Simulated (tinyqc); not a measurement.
Changing the base width W: minority-electron transport through the base of a bipolar transistor (Moll-Ross and Kroemer integrals). Computed by tinyqc, a small Python program. Command: `OMP_NUM_THREADS=1 python tinyqc.py 3010544 3010545 out.jsonl base sweep`. One thread of a shared host (Intel(R) Xeon(R) Processor @ 2.30GHz), about 0.01 s of CPU time with the checks.

Low injection, one dimension, x from the emitter edge (0) to the collector edge (W), s = x/W. Recombination is treated as a small correction (valid for tau_B well below tau_n), computed from the stored charge.

Inputs (values chosen for the exercise, modelled on InP):
```
quantity                                     value        unit
intrinsic density n_i at the emitter edge  1.2e+07      1/cm^3
base doping at the emitter edge N_0        4.3e+19      1/cm^3
mu_min                                         700  cm^2/(V s)
mu_max                                        4300  cm^2/(V s)
N_ref                                      2.9e+17      1/cm^3
saturation velocity v_s                       0.73    1e7 cm/s
electron lifetime tau_n                         87          ns
emitter Gummel number G_E                  2.9e+14      s/cm^4
base-emitter voltage V_BE                     0.83           V
temperature T                                  300           K
gap narrowing across the base dE_g              29         meV
```

Base doping profile: uniform. Gap grading: linear. Exit of the base: saturation velocity.

Constants: k_B = 8.617333262e-05 eV/K; e = 1.602176634e-19 C.

Method:
- N(x) = N_0; n_i(x)^2 = n_i^2 exp(s dE_g/k_B T); D(x) = (k_B T/e) mu, mu = mu_min + (mu_max - mu_min)/(1 + (N/N_ref)^0.7).
- With y(x) = N n_i^2/(D n_i(x)^2): base Gummel number G_B = int_0^W y dx + N(W) n_i^2/(v_s n_i(W)^2); J_C = e n_i^2 exp(e V_BE/k_B T)/G_B; n(x) = (J_C/e)(n_i(x)^2/(N n_i^2)) [int_x^W y dx + the same exit term]; transit time tau_B = (e/J_C) int n dx; trapezoid rule on 401 even points.
- Emitter-limited gain beta_E = G_E/G_B; recombination-limited gain beta_R = tau_n/tau_B; 1/beta = 1/beta_E + 1/beta_R; f_T from the base alone = 1/(2 pi tau_B).

One run for each value; columns: (1) base width W (nm); (2) base transit time tau_B (ps); (3) current gain beta; (4) f_T from the base alone (GHz); (5) mean velocity W/tau_B (1e7 cm/s); (6) share of the exit term in G_B (%):
```
(1)          (2)     (3)         (4)     (5)     (6)
10    9.9417e-02  91.773  1.6009e+03  1.0059  60.720
18    2.0354e-01  69.826  7.8194e+02  0.8844  46.202
32    4.3834e-01  49.223  3.6309e+02  0.7300  32.572
56    9.9658e-01  32.687  1.5970e+02  0.5619  21.633
100   2.5309e+00  20.226  6.2885e+01  0.3951  13.389
180   7.0143e+00  11.943  2.2690e+01  0.2566   7.909
320   2.0119e+01   6.954  7.9105e+00  0.1591   4.608
560   5.8157e+01   4.049  2.7366e+00  0.0963   2.686
1000  1.7898e+02   2.290  8.8923e-01  0.0559   1.522
```

Over the rows, base transit time tau_B (ps) rises from 0.0994 to 179 (exponent d ln y / d ln x 1.2 between the first rows and 1.9 between the last); current gain beta falls from 91.8 to 2.29 (exponent d ln y / d ln x -0.46 between the first rows and -0.98 between the last); f_T from the base alone (GHz) falls from 1600 to 0.889 (exponent d ln y / d ln x -1.2 between the first rows and -1.9 between the last). At the high end the exponent of base transit time tau_B is 1.94, close to 2: diffusion, or drift in a field proportional to 1/W. At the high end the exponent of current gain beta is -0.98, close to -1: emitter-limited gain, or recombination with a transit time limited by the exit velocity.

Caution (rows 10.0, 18.0, 32.0): the mean velocity exceeds v_s, so drift-diffusion with a low-field mobility overstates the speed. Caution (rows 10.0, 18.0): the base is only a few mean free paths wide, so transport is partly ballistic.
